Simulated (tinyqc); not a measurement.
Eight-band Kane k.p model with strain, step by step. Values are carried at full precision from step to step, so a last printed digit may differ when a step is redone from the rounded ones.

Constants: hbar^2/2m0 = 3.80998211 eV angstrom^2.

Values chosen for the exercise (near those of CdTe; shifted at random, so the results belong to these values and not to a real crystal): Eg = 1.538 eV (gap at Gamma to the s-like level); Dso = 0.895 eV (spin-orbit splitting); Ep = 19.6 eV (Kane energy); me = 0.0909 m0 (electron mass at Gamma); g1 = 5.33 (Luttinger gamma1); g2 = 1.72 (gamma2); g3 = 2.01 (gamma3); a = 6.453 angstrom (lattice constant); a_sub = 6.575 angstrom (lattice constant of the substrate); C11 = 52.6 GPa; C12 = 37.6 GPa; C44 = 20.1 GPa; face = 111 (growth face); ac = -3.97 eV (conduction deformation potential); av = 0.56 eV (valence hydrostatic potential); b = -1.15 eV (tetragonal shear potential); d = -4.55 eV (trigonal shear potential); k = (0.013, 0.039, 0.023) 1/angstrom (wave vector); kmax = 0.1 1/angstrom (end of the path).

## Derived values

P = sqrt(Ep c); A = 1/me - Ep (Eg + 2 Dso/3)/(Eg (Eg + Dso)) keeps the electron mass; g1' = g1 - Ep/(3 Eg), g2' = g2 - Ep/(6 Eg), g3' = g3 - Ep/(6 Eg) remove the coupling to S that the Luttinger values already hold; L = -c (g1' + 4 g2'), M = -c (g1' - 2 g2'), N = -6 c g3'. c = hbar^2/2m0.

P = 8.6415 eV angstrom
A = -0.1801

g1', g2', g3': 1.0821  -0.4040  -0.1140

L, M, N (eV angstrom^2): 2.0339  -7.2009  2.6054

The coupling to the valence bands supplies 11.18, against 1/me = 11.00; A makes up the difference. The diagonal terms in A and L bend towards the gap, so the set should be tested for spurious states at large k.

## Strain of a layer grown coherently on a (111) face

e_par = (a_sub - a)/a in the plane; no stress along the normal: e_perp = -(2 C11 + 4 C12 - 4 C44)/(C11 + 2 C12 + 4 C44) e_par; exx = eyy = ezz = (2 e_par + e_perp)/3 and exy = eyz = ezx = (e_perp - e_par)/3.

e_par = 0.018906
e_perp = -0.015909

strain tensor in the cubic axes:
```
           x          y          z
x   0.007301  -0.011605  -0.011605
y  -0.011605   0.007301  -0.011605
z  -0.011605  -0.011605   0.007301
```

The layer is under tension in the plane; its volume changes by +2.190 %.

## Strain terms

Strain (Bir-Pikus): H_SS gains ac tr(e); H_XX gains l exx + m (eyy + ezz) and H_XY gains n exy, with l = av + 2 b, m = av - b, n = sqrt(3) d. The sign of av is such that the gap moves by (ac - av) tr(e); the change of P with strain is neglected.

Form the strain terms of the Hamiltonian.

ac tr(e) = -0.08695 eV

strain block of X, Y, Z (the same for both spins) (eV):
```
         X        Y        Z
X  0.01227  0.09146  0.09146
Y  0.09146  0.01227  0.09146
Z  0.09146  0.09146  0.01227
```

## The Hamiltonian at one k

Eight-band Kane model, basis S, X, Y, Z times spin, zero of energy at the top of the unstrained valence band, c = hbar^2/2m0. Within each spin: H_SS = Eg + A c k^2, H_SX = i P kx (likewise Y, Z), H_XX = -Dso/3 + L kx^2 + M (ky^2 + kz^2), H_XY = N kx ky, and cyclic. Spin-orbit term (Dso/3) L.sigma on X, Y, Z with (L_k)_ij = -i epsilon_kij: <X+|H|Y+> = -i Dso/3, <X+|H|Z-> = Dso/3, <Y+|H|Z-> = -i Dso/3, <Z+|H|X-> = -Dso/3, <Z+|H|Y-> = i Dso/3, <X-|H|Y-> = i Dso/3, and their conjugates; + and - are the spin along z. Terms from inversion asymmetry are left out, so every level is twofold.

Fill in the matrix, adding ac tr(e) to H_SS and the strain block to X, Y, Z of each spin.

H(k) (eV):
```
          S+              X+              Y+        Z+        S-              X-
S+    1.4495         0.1123i         0.3370i   0.1988i         0               0
X+  -0.1123i         -0.3005  0.0928-0.2983i    0.0922         0               0
Y+  -0.3370i  0.0928+0.2983i         -0.2880    0.0938         0               0
Z+  -0.1988i          0.0922          0.0938   -0.2972         0         -0.2983
S-         0               0               0         0    1.4495         0.1123i
X-         0               0               0   -0.2983  -0.1123i         -0.3005
Y-         0               0               0  -0.2983i  -0.3370i  0.0928-0.2983i
Z-         0          0.2983         0.2983i         0  -0.1988i          0.0922

                Y-        Z-
S+               0         0
X+               0    0.2983
Y+               0  -0.2983i
Z+         0.2983i         0
S-         0.3370i   0.1988i
X-  0.0928+0.2983i    0.0922
Y-         -0.2880    0.0938
Z-          0.0938   -0.2972
```

## Levels and orbital character

Diagonalise H; the levels come in pairs. The weights are summed over spin and averaged over each pair.

levels, each twofold (eV): -0.9269  -0.1008  0.0394  1.5521

weights:
```
   pair 1  pair 2  pair 3  pair 4
S   0.008   0.010   0.044   0.938
X   0.323   0.273   0.396   0.007
Y   0.342   0.396   0.223   0.039
Z   0.327   0.320   0.337   0.016
```

The conduction pair has 6.2 % valence character at this k; the valence pair with most S character is pair 3 (4.4 %).

## Bands along [110] and [001]

The same diagonalisation at six points |k| = 0, kmax/5, ..., kmax along each direction.

Levels (eV):

| direction | \|k\| (1/angstrom) | pair 1 | pair 2 | pair 3 | pair 4 |
|---|---|---|---|---|---|
| [110] | 0.000 | -0.8994 | -0.0792 | 0.1204 | 1.4510 |
| [110] | 0.020 | -0.9046 | -0.0844 | 0.1069 | 1.4698 |
| [110] | 0.040 | -0.9206 | -0.1014 | 0.0706 | 1.5233 |
| [110] | 0.060 | -0.9479 | -0.1348 | 0.0233 | 1.6052 |
| [110] | 0.080 | -0.9876 | -0.1896 | -0.0217 | 1.7082 |
| [110] | 0.100 | -1.0410 | -0.2630 | -0.0599 | 1.8262 |
| [001] | 0.000 | -0.8994 | -0.0792 | 0.1204 | 1.4510 |
| [001] | 0.020 | -0.9053 | -0.0874 | 0.1115 | 1.4688 |
| [001] | 0.040 | -0.9231 | -0.1128 | 0.0879 | 1.5199 |
| [001] | 0.060 | -0.9531 | -0.1560 | 0.0560 | 1.5990 |
| [001] | 0.080 | -0.9958 | -0.2157 | 0.0209 | 1.6999 |
| [001] | 0.100 | -1.0515 | -0.2875 | -0.0158 | 1.8171 |

At kmax the conduction band lies 9.1 meV and the top valence band 44.2 meV apart between the two directions. k.p holds near Gamma; the zone edge lies near 1 1/angstrom.

## Masses at Gamma

m*/m0 = c h^2/(E(h) - E(0)) with |k| = h = 0.0001 1/angstrom; negative values are hole-like.

Masses (m0):

| direction | pair 1 | pair 2 | pair 3 | pair 4 |
|---|---|---|---|---|
| [110] | -0.292 | -0.300 | -0.109 | 0.080 |
| [001] | -0.259 | -0.187 | -0.167 | 0.085 |

Strain has split the top two pairs at Gamma, so each has its own mass tensor; the top pair has -0.109 along [110] and -0.167 along [001].

## Checks

- Electron mass of the unstrained model by finite differences against the input me: both 0.09090.
- Heavy-hole mass along [100] against 1/(g1 - 2 g2): both 0.5291.
- Light-hole mass along [100] against 1/(g1 + 2 g2): both 0.1140.

Program tinyqc; command `OMP_NUM_THREADS=1 python tinyqc.py 1080121 1080122 out.jsonl`; about 0.01 s on one thread of a shared Intel(R) Xeon(R) Processor @ 2.30GHz.
